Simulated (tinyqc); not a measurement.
Worked calculation: gas flow in a process chamber: flow regimes, conductance, effective pumping speed, pump-down, outgassing and purge. Computed by tinyqc, a small Python program that keeps every step. Command: `OMP_NUM_THREADS=1 python tinyqc.py 3120785 3120786 out.jsonl pump walk`. One thread of a shared host (Intel(R) Xeon(R) Processor @ 2.30GHz), about 0.06 s of CPU time with the checks. Intermediate numbers are printed to about 7 digits and carried at full precision; extremes and crossings named in words are read from the listed rows.

Ideal gas, isothermal flow, a pump of constant speed at the end of a round pipe; process gas, volume gas and outgassing are given the same properties. 1 sccm = 101325 Pa x 1e-6 m^3/60 s x T/273.15 K.

Inputs (values chosen for the exercise, modelled on water vapour near room temperature):
```
quantity                     value            unit
molar mass M                 18.02           g/mol
molecular diameter            0.46              nm
viscosity eta                  9.9   micropascal s
temperature T                  300               K
chamber volume V                13               L
wall area                     0.72             m^2
pipe diameter d                 25              cm
pipe length l                   28              cm
pump speed S                  1400             L/s
process gas flow               220            sccm
outgassing rate after 1 h  3.9e-06  Pa m^3/(s m^2)
outgassing exponent n         0.84               -
starting pressure p0          1100              Pa
target base pressure        0.0001              Pa
```

Constants: k_B = 1.380649e-23 J/K; u = 1.6605390666e-27 kg.

## Molecular flow

Mean speed c = sqrt(8 k_B T/(pi m)); aperture conductance C_a = c pi d^2/16; molecular pipe C_m = C_a/(1 + 3 l/(4 d)) (Dushman form); viscous pipe C_v = pi d^4 p_mean/(128 eta l); Knudsen interpolation C = C_v + C_m (1 + x)/(1 + 1.24 x), x = d p_mean sqrt(m/(k_B T))/eta. Effective speed 1/S_eff = 1/S + 1/C_m; time constant V/S_eff; pressure at which the free path k_B T/(sqrt2 pi d_m^2 p) equals d.

mean speed c = 593.7046 m/s

C_a = 7285.851 L/s

C_m = 3959.702 L/s

S_eff in molecular flow = 1034.308 L/s

time constant = 0.01256879 s

pressure where the free path equals d = 0.01762317 Pa

The pipe passes on 74 % of the pump speed.

## Process pressure

Steady flow: the pump inlet is at p_2 = Q/S, and the chamber pressure p_1 solves Q = C((p_1 + p_2)/2) (p_1 - p_2). Residence time = p_1 V/Q. Knudsen number = free path at the mean pressure over d.

throughput Q = 408.0450 Pa L/s

p_2 = 0.2914607 Pa

chamber pressure p_1 = 0.3210006 Pa

conductance C = 13813.38 L/s

residence time = 0.01022683 s

Knudsen number = 0.05754868

The flow in the pipe is transitional.

## Purging a well-mixed chamber

With steady flow a contaminant decays as exp(-t/residence time); gas used = flow x time.

time to dilute 1e3 times = 0.07064444 s

time to dilute 1e6 times = 0.1412889 s

gas used for 1e6 = 0.5180593 standard cm^3

## Pump-down curve

Pump-down: V dp/dt = -S_eff(p) p + q(t) A, with S_eff = S p_2/p, where p_2 solves C((p + p_2)/2) (p - p_2) = S p_2 at each moment, and q(t) = q_1 (1 h/(t + 10 s))^n; integrated adaptively. At long times p = q(t) A/S_eff. S_eff(p) is tabulated at 260 pressures and interpolated in ln p. Comparison columns: p0 exp(-t/time constant) with the molecular S_eff (0 below 1e-26 p0), and the outgassing limit.

Pressure against time:
```
t (s)         p (Pa)  S_eff (L/s)  volume gas only (Pa)  outgassing limit (Pa)
0.3     3.723680e-04     1033.684          4.735560e-08           3.717561e-04
1       3.523209e-04     1033.715                     0           3.517803e-04
3       3.061260e-04     1033.790                     0           3.057236e-04
10      2.130883e-04     1033.942                     0           2.129002e-04
30      1.189907e-04     1034.100                     0           1.189353e-04
100     5.085701e-05     1034.218                     0           5.084772e-05
300     2.129748e-05     1034.270                     0           2.129597e-05
1000    7.896266e-06     1034.294                     0           7.896077e-06
3600    2.708561e-06     1034.303                     0           2.708540e-06
20000   6.426795e-07     1034.307                     0           6.426785e-07
100000  1.663432e-07     1034.308                     0           1.663431e-07
```

From t = 0.3 s on the pressure is within 20 % of the outgassing limit, which falls only as (t + 10 s)^-0.84: walls, not volume, set the time to base pressure.

## Time to base pressure

From the outgassing limit: t = 1 h x (q_1 A/(S_eff p_target))^(1/n) - 10 s; monolayer time at the target = 1e19 m^-2 x 4 k_B T/(p c) for unit sticking.

time to the target = 0.01088105 h

monolayer time = 2.790578 s

Checks made by the program: throughput from C and the pressure drop (relative difference 1e-10).
